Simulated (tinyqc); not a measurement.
# Input admittance of a MOSFET at zero drain bias: distributed channel and distributed gate: two studies

Source and drain grounded, strong inversion, w = 2 pi f, Cox = eps0 eox/tox. The channel is an RC line of resistance 1/(mu Cox Vo) per square fed from both ends, so one finger has the intrinsic admittance y = i w Cox L tanh(g)/g per width, g = (1/2) sqrt(i w tau), tau = L^2/(mu Vo). The vertical resistance rv/L is in series with y, the overlaps 2 i w Cov in parallel: y_t = 1/(1/y + rv/L) + 2 i w Cov. The gate strip is a line of Rsh/L per length loaded by y_t, so a finger has Y = y_t Wf tanh(k)/k, k = (Wf/sd) sqrt(y_t Rsh/L); the device has Nf Y.

Inputs (values chosen for the exercise); values of the order met in silicon radio-frequency transistors: relative permittivity of the gate insulator (close to silicon dioxide) eox = 3.9; insulator thickness tox = 1.7 nm; channel length L = 1.1 um; finger width Wf = 6.8 um; number of fingers Nf = 1; channel mobility mu = 210 cm^2/(V s); gate overdrive Vo = 0.35 V; sheet resistance of the gate Rsh = 13 ohm/square; vertical resistivity of the gate stack rv = 0 ohm um^2; number of ends at which a finger is contacted sd = 1; overlap and fringe capacitance on each side Cov = 0.2 fF/um; frequency f = 3.2 GHz.

Constants: eps0 = 8.8541878128e-14 F/cm where lengths are in cm. Results are converted to the units shown.

Each table varies one quantity; the others keep the values above.

## Input impedance against frequency

Low-frequency limits, with c = Cox L and ct = c + 2 Cov: R_strip = Rsh Wf/(3 sd^2 L Nf), R_ch = (c/ct)^2 L/(12 mu Cox Vo Wf Nf), R_vert = (c/ct)^2 rv/(L Wf Nf), C = ct Wf Nf. Z = 1/(Nf Y) = R + 1/(i w C), Q = |Im Z|/R, far-point signal |1/cosh k|.

The same in every row: low-frequency R (ohm) = 113.9.

Input impedance against frequency:

| f (GHz) | w tau | \|k\| | R (ohm) | C (fF) | Q | signal at the far point |
|---|---|---|---|---|---|---|
| 0.03 | 0.03103 | 0.04840 | 113.9 | 154.7 | 301.1 | 1.000 |
| 0.09 | 0.09309 | 0.08383 | 113.9 | 154.7 | 100.4 | 1.000 |
| 0.2 | 0.2069 | 0.1250 | 113.9 | 154.6 | 45.17 | 0.9998 |
| 0.6 | 0.6206 | 0.2163 | 113.9 | 154.6 | 15.07 | 0.9986 |
| 2 | 2.069 | 0.3912 | 113.7 | 153.6 | 4.556 | 0.9856 |
| 5 | 5.172 | 0.5904 | 112.7 | 148.5 | 1.903 | 0.9309 |
| 10 | 10.34 | 0.7455 | 109.5 | 133.8 | 1.087 | 0.8475 |
| 40 | 41.37 | 0.9981 | 81.51 | 67.18 | 0.7267 | 0.7135 |
| 100 | 103.4 | 1.268 | 57.99 | 40.58 | 0.6762 | 0.5976 |

What does the table show?

R falls from 114 to 58.0 ohm and C falls from 155 to 40.6 fF. Q goes as f^(-1.00) between the first two rows and f^(-0.08) between the last two, where w tau = 103 and |k| = 1.27. The low-frequency limits hold both R and C within 5 % up to f = 5 GHz among the rows.

## Effect of the channel length

Same model as above.

Results:

| L (um) | w tau | \|k\| | R (ohm) | low-frequency R (ohm) | C (fF) | Q | signal at the far point |
|---|---|---|---|---|---|---|---|
| 0.03 | 0.002462 | 0.6377 | 982.1 | 983.1 | 6.839 | 7.405 | 0.9865 |
| 0.058 | 0.009202 | 0.5735 | 510.3 | 510.7 | 10.71 | 9.103 | 0.9910 |
| 0.11 | 0.03310 | 0.5380 | 274.2 | 274.4 | 17.88 | 10.14 | 0.9928 |
| 0.22 | 0.1324 | 0.5172 | 149.1 | 149.2 | 33.05 | 10.09 | 0.9928 |
| 0.42 | 0.4825 | 0.5067 | 101.5 | 101.6 | 60.62 | 8.080 | 0.9897 |
| 1.6 | 7.003 | 0.4534 | 143.8 | 146.6 | 209.0 | 1.654 | 0.9514 |
| 3 | 24.62 | 0.3252 | 208.8 | 252.9 | 255.1 | 0.9336 | 0.9630 |

Estimate the missing row, L = 0.8 um.

Computed row:

| L (um) | w tau | \|k\| | R (ohm) | low-frequency R (ohm) | C (fF) | Q | signal at the far point |
|---|---|---|---|---|---|---|---|
| 0.8 | 1.751 | 0.4979 | 99.19 | 99.38 | 112.5 | 4.455 | 0.9781 |

With this row back in the table: As L goes from 0.03 to 3, R goes from 982 through a minimum of 99.2 (at L = 0.8 among the rows listed) to 209 ohm, C rises from 6.84 to 255 fF and Q goes from 7.41 through a maximum of 10.1 (at L = 0.11 among the rows listed) to 0.934. R_strip falls as 1/L while R_ch grows with L, which gives the minimum of R.

Computed by the program tinyqc: `OMP_NUM_THREADS=1 python tinyqc.py 2262156 2262157 out.jsonl`, one thread of a shared Intel Xeon 2.30GHz, about 0.01 s for the whole run.
